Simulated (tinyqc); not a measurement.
Depletion-mode phase shifter in a rib waveguide and its Mach-Zehnder modulator: effect of the donor density.

A lateral p-n junction at x0 in a waveguide whose mode intensity is a Gaussian of rms width s about x = 0; p side at smaller x. Reverse bias removes carriers and raises the index. Abrupt junction, doping uniform over the whole mode, lumped electrode (no travelling-wave effects).

Free-carrier changes (empirical, N and P in cm^-3): |dn| = 8.5e-18 P^0.8 for holes, 8.8e-22 N for electrons; absorption 6e-18 P and 8.5e-18 N in 1/cm. W = sqrt(2 eps0 eps_r (Vb + V)(1/Na + 1/Nd)/q); edges xp = x0 - W Nd/(Na + Nd), xn = x0 + W Na/(Na + Nd); F(x) = [1 + erf(x/(sqrt(2) s))]/2. dneff = G {dn_h [F(xp(0)) - F(xp(V))] + dn_e [F(xn(V)) - F(xn(0))]}; VpiL = lam V/(2 dneff); loss = a0 + 4.343 G {a_h F(xp) + a_e [1 - F(xn)]} dB/cm at V; C = eps0 eps_r hr/W + Cf; fRC = 1/(2 pi Rs C).

Inputs (values chosen for the exercise); values close to those of silicon near 1550 nm: wavelength lam = 1530 nm; relative permittivity of the semiconductor eps_r = 11.7; acceptor density Na = 7e17 cm^-3; built-in voltage Vb = 0.97 V; rms width of the lateral mode intensity s = 110 nm; junction offset towards the n side x0 = 90 nm; vertical confinement times ng/n G = 0.91; rib height hr = 220 nm; fringe capacitance Cf = 33 pF/m; series resistance Rs = 17.7 ohm mm; reverse bias V = 1.5 V; passive loss a0 = 1.9 dB/cm.

Constants: q = 1.602176634e-19 C, eps0 = 8.8541878128e-14 F/cm where lengths are in cm. Results are converted to the units shown.

Results:
```
Nd (cm^-3)	dneff	VpiL (V cm)	loss (dB/cm)	VpiL x loss (V dB)	C (pF/m)	fRC (GHz)
5e16	2.769e-5	4.143	14.27	59.14	120.1	74.86
9.4e16	3.934e-5	2.917	14.01	40.86	149.1	60.31
1.7e17	5.456e-5	2.103	13.80	29.02	182.1	49.37
6.1e17	9.813e-5	1.169	14.76	17.26	263.2	34.16
1.1e18	1.179e-4	0.9733	17.22	16.76	296.7	30.30
2.1e18	1.352e-4	0.8488	23.34	19.81	325.2	27.65
4e18	1.470e-4	0.7806	35.97	28.07	344.3	26.12
```

Estimate the missing row, Nd = 3.3e17 cm^-3.

Computed row:
```
Nd (cm^-3)	dneff	VpiL (V cm)	loss (dB/cm)	VpiL x loss (V dB)	C (pF/m)	fRC (GHz)
3.3e17	7.614e-5	1.507	13.87	20.90	224.0	40.15
```

With this row back in the table: As Nd goes from 5e16 to 4e18 cm^-3, VpiL falls from 4.14 to 0.781 V cm, the loss goes from 14.3 through a minimum of 13.8 (at Nd = 1.7e17 cm^-3 among the rows listed) to 36.0 dB/cm, their product goes from 59.1 through a minimum of 16.8 (at Nd = 1.1e18 cm^-3 among the rows listed) to 28.1 V dB and fRC falls from 74.9 to 26.1 GHz. Rs is held fixed, though in a real device it falls with doping.

tinyqc, about 0.01 s, one thread, Intel Xeon 2.30GHz (shared host): `OMP_NUM_THREADS=1 python tinyqc.py 2650037 2650038 out.jsonl`
